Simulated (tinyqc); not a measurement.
## Trap depth and cross-section from two peaks

Question. A DLTS peak lies where ew = sn g T^2 exp(-Et/kB T), g = vth Nc/(300 K)^2. Find Et and sn.

Inputs (values chosen for the exercise):
```
symbol    value   unit                                     meaning
Nc      5.77e17  cm^-3  conduction-band density of states at 300 K
vth       4.2e7   cm/s                   thermal velocity at 300 K
```

Constants: q = 1.602176634e-19 C, kB = 1.380649e-23 J/K. Results are converted to the units shown.

peak temperatures for ew = 20 and 500 1/s (K): 142.37698  172.37101

Answer. The slope of ln(ew/T^2) against q/kB T is -Et, and the intercept is ln(sn g).

Et = 0.200 eV
sn = 4.40e-17 cm^2

tinyqc, about 0.01 s, one thread, Intel Xeon 2.30GHz (shared host): `OMP_NUM_THREADS=1 python tinyqc.py 2050014 2050015 out.jsonl`
